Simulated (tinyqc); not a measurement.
UKS/LDA (VWN5) in the sto-6g basis, for Be+, spin multiplicity 2, step by step. One step of it, computed by the program tinyqc.

Question. Iteration 2: building the Kohn-Sham matrix. J_ij = sum D_kl (ij|kl) with D = D(alpha) + D(beta); F = H + J + V_xc; E = tr D H + tr D J / 2 + E_xc + E_nn.

D(alpha) after iteration 1, lower triangle:
```
            1Be 1s    1Be 2s   1Be 2px   1Be 2py   1Be 2pz
1Be 1s    0.534705
1Be 2s   -0.136224  0.534705
1Be 2px   0.000000  0.000000  0.000000
1Be 2py   0.000000  0.000000  0.000000  0.500000
1Be 2pz   0.000000  0.000000  0.000000  0.000000  0.500000
```

D(beta) after iteration 1, lower triangle:
```
            1Be 1s    1Be 2s   1Be 2px   1Be 2py   1Be 2pz
1Be 1s    0.506270
1Be 2s   -0.012956  0.000332
1Be 2px   0.000000  0.000000  0.000000
1Be 2py   0.000000  0.000000  0.000000  0.000000
1Be 2pz   0.000000  0.000000  0.000000  0.000000  0.500000
```

core Hamiltonian H = T + V (hartree), lower triangle:
```
            1Be 1s     1Be 2s    1Be 2px    1Be 2py    1Be 2pz
1Be 1s   -7.946038
1Be 2s   -1.858116  -2.079966
1Be 2px   0.000000   0.000000  -1.638720
1Be 2py   0.000000   0.000000   0.000000  -1.638720
1Be 2pz   0.000000   0.000000   0.000000   0.000000  -1.638720
```

Two-electron integrals (ij|kl) in chemists' order, unique and non-zero (hartree):
```
(11|11) 2.299996   (21|11) 0.361879   (21|21) 0.071926   (22|11) 0.570332
(22|21) 0.139654   (22|22) 0.417773   (31|31) 0.015252   (32|31) 0.022555
(32|32) 0.092340   (33|11) 0.570332   (33|21) 0.139654   (33|22) 0.417773
(33|33) 0.450117   (41|41) 0.015252   (42|41) 0.022555   (42|42) 0.092340
(43|43) 0.024258   (44|11) 0.570332   (44|21) 0.139654   (44|22) 0.417773
(44|33) 0.401601   (44|44) 0.450117   (51|51) 0.015252   (52|51) 0.022555
(52|52) 0.092340   (53|53) 0.024258   (54|54) 0.024258   (55|11) 0.570332
(55|21) 0.139654   (55|22) 0.417773   (55|33) 0.401601   (55|44) 0.401601
(55|55) 0.450117
```

nuclear repulsion = 0 hartree

V_xc(alpha) (hartree), lower triangle:
```
            1Be 1s     1Be 2s    1Be 2px    1Be 2py    1Be 2pz
1Be 1s   -1.158843
1Be 2s   -0.166529  -0.314728
1Be 2px   0.000000   0.000000  -0.283207
1Be 2py   0.000000   0.000000   0.000000  -0.326493
1Be 2pz   0.000000   0.000000   0.000000   0.000000  -0.334478
```

V_xc(beta) (hartree), lower triangle:
```
            1Be 1s     1Be 2s    1Be 2px    1Be 2py    1Be 2pz
1Be 1s   -1.140395
1Be 2s   -0.155612  -0.255557
1Be 2px   0.000000   0.000000  -0.227480
1Be 2py   0.000000   0.000000   0.000000  -0.242725
1Be 2pz   0.000000   0.000000   0.000000   0.000000  -0.296468
```

E_xc = sum of w rho eps_xc = -1.36703788 hartree

Give: Coulomb J; F(alpha); F(beta); total energy of this density.

Answer.

Coulomb J (hartree), lower triangle:
```
         1Be 1s  1Be 2s  1Be 2px  1Be 2py  1Be 2pz
1Be 1s    3.447
1Be 2s    0.639   1.402
1Be 2px   0.000   0.000    1.378
1Be 2py   0.000   0.000    0.000    1.402
1Be 2pz   0.000   0.000    0.000    0.000    1.426
```

F(alpha) (hartree), lower triangle:
```
         1Be 1s  1Be 2s  1Be 2px  1Be 2py  1Be 2pz
1Be 1s   -5.658
1Be 2s   -1.385  -0.992
1Be 2px   0.000   0.000   -0.544
1Be 2py   0.000   0.000    0.000   -0.563
1Be 2pz   0.000   0.000    0.000    0.000   -0.547
```

F(beta) (hartree), lower triangle:
```
         1Be 1s  1Be 2s  1Be 2px  1Be 2py  1Be 2pz
1Be 1s   -5.640
1Be 2s   -1.374  -0.933
1Be 2px   0.000   0.000   -0.488
1Be 2py   0.000   0.000    0.000   -0.479
1Be 2pz   0.000   0.000    0.000    0.000   -0.509
```

total energy of this density = -9.51762 hartree

This density is a damped mixture and is not idempotent.
